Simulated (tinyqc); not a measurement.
# p-n diode with diffusion and depletion-layer recombination: what changes with what

Abrupt junction in the depletion approximation, low injection, full ionisation, neutral widths fixed, ohmic contact on the p side. Vj is the junction voltage; where a series resistance Rs is given, V = Vj + J Rs is the terminal voltage.

Parameters, values chosen for the exercise; band and dielectric values close to those of gallium arsenide:

| symbol | value | unit | meaning |
|---|---|---|---|
| T | 273 | K | temperature |
| Eg | 1.39 | eV | band gap |
| eps_r | 13.1 |  | relative permittivity |
| Nc | 3.81e17 | cm^-3 | conduction-band density of states at T |
| Nv | 7.93e18 | cm^-3 | valence-band density of states at T |
| Na | 2.1e17 | cm^-3 | acceptor density |
| Nd | 6e16 | cm^-3 | donor density |
| mun | 3400 | cm^2/(V s) | electron mobility in the p side |
| mup | 250 | cm^2/(V s) | hole mobility in the n side |
| tn | 4e-9 | s | electron lifetime |
| tp | 1e-8 | s | hole lifetime |
| wp | 4 | um | neutral width of the p side |
| wn | 0.65 | um | neutral width of the n side |
| Sp | 1e7 | cm/s | recombination velocity at the n contact |
| Rs | 0.0031 | ohm cm^2 | series resistance |
| Et | 0 | eV | trap level above the intrinsic level |
| Vj | 0.91 | V | junction voltage at which recombination is evaluated |

Constants: q = 1.602176634e-19 C, kB = 1.380649e-23 J/K, Vt = kB T/q, eps0 = 8.8541878128e-14 F/cm where lengths are in cm. Results are converted to the units shown.

Each table varies one quantity; the others keep the values above.

## Currents and ideality against junction voltage

ni = sqrt(Nc Nv) exp(-Eg/(2 Vt)), Eg in volts; D = mu Vt; Ln = sqrt(Dn tn), Lp = sqrt(Dp tp); J0n = q ni^2 Dn coth(wp/Ln)/(Ln Na); J0p = (q ni^2 Dp/(Lp Nd)) (s + tanh(wn/Lp))/(1 + s tanh(wn/Lp)), s = Sp Lp/Dp. J_diff = (J0n + J0p)(exp(Vj/Vt) - 1). Vbi = Vt ln(Na Nd/ni^2), W = sqrt(2 eps0 eps_r (Vbi - Vj)(1/Na + 1/Nd)/q), xp = W Nd/(Na + Nd), xn = W Na/(Na + Nd); u(x) = q Na (x + xp)^2/(2 eps0 eps_r) for x < 0 and Vbi - Vj - q Nd (xn - x)^2/(2 eps0 eps_r) for x > 0; p = Na exp(-u/Vt), n = Nd exp((u - Vbi + Vj)/Vt); U = ni^2 (exp(Vj/Vt) - 1)/(tp (n + ni exp(Et/Vt)) + tn (p + ni exp(-Et/Vt))); J_scr = q times the integral of U from -xp to xn. J = J_diff + J_scr. Ideality = (1/Vt) dVj/d ln J or (1/Vt) dV/d ln J; last column ni^2 exp(Vj/Vt)/N^2.

Result of one run:

| Vj (V) | J_diff (A/cm^2) | J_scr (A/cm^2) | J (A/cm^2) | V (V) | ideality against Vj | ideality against V | minority/doping, lighter side |
|---|---|---|---|---|---|---|---|
| 0.32 | 2.254e-14 | 2.463e-9 | 2.463e-9 | 0.3200 | 1.949 | 1.949 | 1.482e-17 |

What becomes of these results when the junction voltage at which recombination is evaluated Vj is changed from 0.32 to 0.52 V, all else the same?

Result of the changed run:

| Vj (V) | J_diff (A/cm^2) | J_scr (A/cm^2) | J (A/cm^2) | V (V) | ideality against Vj | ideality against V | minority/doping, lighter side |
|---|---|---|---|---|---|---|---|
| 0.52 | 1.110e-10 | 1.954e-7 | 1.955e-7 | 0.5200 | 1.936 | 1.936 | 7.296e-14 |

The whole series:

| Vj (V) | J_diff (A/cm^2) | J_scr (A/cm^2) | J (A/cm^2) | V (V) | ideality against Vj | ideality against V | minority/doping, lighter side |
|---|---|---|---|---|---|---|---|
| 0.32 | 2.254e-14 | 2.463e-9 | 2.463e-9 | 0.3200 | 1.949 | 1.949 | 1.482e-17 |
| 0.42 | 1.581e-12 | 2.186e-8 | 2.186e-8 | 0.4200 | 1.944 | 1.944 | 1.040e-15 |
| 0.52 | 1.110e-10 | 1.954e-7 | 1.955e-7 | 0.5200 | 1.936 | 1.936 | 7.296e-14 |
| 0.62 | 7.784e-9 | 1.764e-6 | 1.772e-6 | 0.6200 | 1.919 | 1.919 | 5.118e-12 |
| 0.72 | 5.461e-7 | 1.614e-5 | 1.669e-5 | 0.7200 | 1.857 | 1.857 | 3.591e-10 |
| 0.82 | 3.831e-5 | 1.507e-4 | 1.891e-4 | 0.8200 | 1.602 | 1.602 | 2.519e-8 |
| 0.92 | 0.002688 | 0.001457 | 0.004145 | 0.9200 | 1.193 | 1.194 | 1.767e-6 |
| 1.02 | 0.1886 | 0.01504 | 0.2036 | 1.021 | 1.034 | 1.060 | 1.240e-4 |
| 1.12 | 13.23 | 0.1751 | 13.41 | 1.162 | 1.005 | 2.772 | 0.008700 |

The ideality against Vj falls from 1.95 to 1.01. Diffusion overtakes recombination in the layer between Vj = 0.82 and 0.92 V. J_scr alone has an ideality of 1.95 between the first two rows and 1.73 between the last two. From Vj = 1.12 V the series resistance raises the terminal ideality by over a tenth; there J Rs = 1.8 Vt.

## Effect of the recombination velocity at the n contact

Same model as above.

J = J_diff + J_scr.

The same in every row: J0n (A/cm^2) = 1.170e-20; J_scr (A/cm^2) = 0.001159; wn/Lp = 0.2680.

Effect of the recombination velocity at the n contact:

| Sp (cm/s) | J0p (A/cm^2) | J_diff (A/cm^2) | J_scr/J (%) |
|---|---|---|---|
| 1 | 1.120e-21 | 8.075e-4 | 58.93 |
| 10 | 1.121e-21 | 8.076e-4 | 58.93 |
| 100 | 1.136e-21 | 8.086e-4 | 58.90 |
| 1000 | 1.282e-21 | 8.178e-4 | 58.63 |
| 10000 | 2.602e-21 | 9.009e-4 | 56.26 |
| 1e5 | 9.018e-21 | 0.001305 | 47.03 |
| 1e6 | 1.505e-20 | 0.001685 | 40.75 |
| 1e7 | 1.620e-20 | 0.001757 | 39.74 |

What does the comparison show?

As Sp goes from 1 to 1e7, J0p rises from 1.12e-21 to 1.62e-20 A/cm^2, J_scr stays at 0.00116 A/cm^2 and its share falls from 58.9 to 39.7 %. J0p crosses its long-base value at Sp = Dp/Lp = 24300 cm/s; with wn/Lp = 0.27 the contact changes it by a factor of 14.5 over the table.

tinyqc, about 0.01 s, one thread, Intel Xeon 2.30GHz (shared host): `OMP_NUM_THREADS=1 python tinyqc.py 2260123 2260124 out.jsonl`
